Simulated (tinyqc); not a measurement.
# Critical temperature from a phonon spectrum: McMillan, Allen-Dynes and the linearised Eliashberg equation, step by step

A worked calculation. Computed by tinyqc, a small Python program that keeps every step. Command: `OMP_NUM_THREADS=1 python tinyqc.py 3017530 3017531 out.jsonl eliashberg walk`. One thread of a shared host (Intel(R) Xeon(R) Processor @ 2.30GHz), about 0.01 s of CPU time with the checks. Intermediate numbers are printed to about 7 digits and carried at full precision; extremes and crossings named in words are read from the listed rows.

alpha^2 F(omega) = sum_i (lambda_i omega_i/2) delta(omega - omega_i), so that lambda = 2 int alpha^2 F/omega d omega = sum_i lambda_i.

Inputs (values chosen for the exercise, for a model metal):
```
quantity                                value  unit
peak energy omega_1                        24   meV
coupling lambda_1                       0.569     -
peak energy omega_2                      55.4   meV
coupling lambda_2                       0.485     -
peak energy omega_3                       116   meV
coupling lambda_3                       0.306     -
Coulomb pseudopotential mu*              0.08     -
trial temperature                        47.5     K
Matsubara points N in the small matrix      5     -
```

Peaks in alpha^2 F: three.

Constants: k_B = 8.617333262e-05 eV/K.

## Moments of the spectrum

omega_log = exp(sum lambda_i ln omega_i / lambda); omega_rms = sqrt(sum lambda_i omega_i^2 / lambda).

lambda = 1.36

omega_log = 46.10260 meV

omega_rms = 66.05380 meV

## McMillan and Allen-Dynes

McMillan form: k_B T_c = (omega_log/1.2) exp[-1.04 (1 + lambda)/(lambda - mu* (1 + 0.62 lambda))]. Allen-Dynes multiplies it by f1 f2: f1 = [1 + (lambda/L1)^(3/2)]^(1/3), L1 = 2.46 (1 + 3.8 mu*); f2 = 1 + (omega_rms/omega_log - 1) lambda^2/(lambda^2 + L2^2), L2 = 1.82 (1 + 6.3 mu*) omega_rms/omega_log.

T_c, McMillan form = 58.89572 K

f1 = 1.084649

f2 = 1.046454

T_c, Allen-Dynes = 66.84873 K

The two corrections raise T_c by 13.5 %. Caution: a phonon-mediated T_c this high is known only in hydrides under high pressure.

## The small kernel at the trial temperature

Linearised Eliashberg equation at omega_n = (2n + 1) pi k_B T, n = 0..N-1: lambda(j) = sum_i lambda_i omega_i^2/(omega_i^2 + (2 pi j k_B T)^2); K_mn = lambda(m - n) + lambda(m + n + 1) - 2 mu*(N) - delta_mn [2m + 1 + lambda(0) + 2 sum_(j=1..m) lambda(j)], with 1/mu*(N) = 1/mu* + ln(omega_rms/omega_N), omega_N = (2N + 1) pi k_B T. T_c is where the largest eigenvalue rho of K is zero.

lambda(j), j = 0, 1, ...: 1.360000  0.955527  0.617913  0.427332  0.309688  0.232366  0.179298  0.141662  0.114231  0.093756

mu*(N) = 0.08518969

K, lower triangle (symmetric):
```
          1         2         3          4          5
1  -0.21485
2   1.40306  -4.65410
3   0.87486   1.09484  -8.08489
4   0.56664   0.67990   0.96445  -11.03026
5   0.37167   0.43625   0.58920    0.89938  -13.69754
```

## Largest eigenvalue of the small kernel

K is the kernel of the linearised Eliashberg equation on the Matsubara points omega_n = (2n + 1) pi k_B T; T_c is where its largest eigenvalue rho is zero. Diagonalise K; at rho = 0 the eigenvector c is the gap function Delta_n/omega_n up to a factor; away from it Delta_n/Delta_0 = (2n + 1) c_n/c_0 is only an estimate.

largest eigenvalue rho = 0.4444615

Delta_n/Delta_0: 1.000000  0.973500  0.786200  0.599267  0.434585

rho > 0: in this small matrix the trial temperature lies below T_c.

## Critical temperature from the full kernel

N is the smallest integer at or above 8 omega_max/(2 pi k_B T_AD), omega_max the highest peak and T_AD the Allen-Dynes value.

N used = 26

T_c, Eliashberg = 64.47645 K

k_B T_c/omega_log = 0.1205171

Allen-Dynes/Eliashberg = 1.036793

McMillan/Eliashberg = 0.9134454

## Scaling the whole coupling

All lambda_i are multiplied by s. The last column is the large-lambda limit for mu* = 0, k_B T_c = 0.1827 omega_rms sqrt(lambda).

T_c (K):
```
s    lambda  McMillan  Allen-Dynes  Eliashberg  large-lambda limit
0.6   0.816   29.5042      31.2671     28.6040            126.5053
0.8   1.088   45.7778      50.1161     47.1466            146.0757
1.0   1.360   58.8957      66.8487     64.4764            163.3176
1.3   1.768   73.7800      88.7627     88.2605            186.2107
1.7   2.312   87.6310     114.2142    116.4766            212.9401
2.3   3.128  101.0785     147.8530    153.1583            247.6834
3.2   4.352  113.0333     192.0575    199.4135            292.1514
```

McMillan/Eliashberg runs from 1.03 at lambda = 0.82 to 0.57 at 4.35: the exponential form levels off at large lambda, while the true T_c keeps rising (exponent 0.80 between the last rows, tending to 1/2). Allen-Dynes stays within about 9 % over the table. The last row reaches 68 % of the mu* = 0 limit; with mu* above zero T_c stays below that line at any lambda.

## Isotope exponent

T_c ~ M^(-a). All omega_i scale as M^(-1/2) at fixed lambda, but mu* = mu/(1 + mu ln(E_F/omega)) changes: d mu*/d ln omega = mu*^2. In the McMillan form a = (1/2) [1 - 1.04 (1 + lambda)(1 + 0.62 lambda) mu*^2/(lambda - mu* (1 + 0.62 lambda))^2].

isotope exponent a = 0.4901537

The exponent is close to the BCS value 1/2.

Checks made by the program: one-point kernel at mu* = 0: rho = lambda(1) - 1 (relative difference below 1e-10); T_c against the Allen-Dynes fit (relative difference 4e-02).
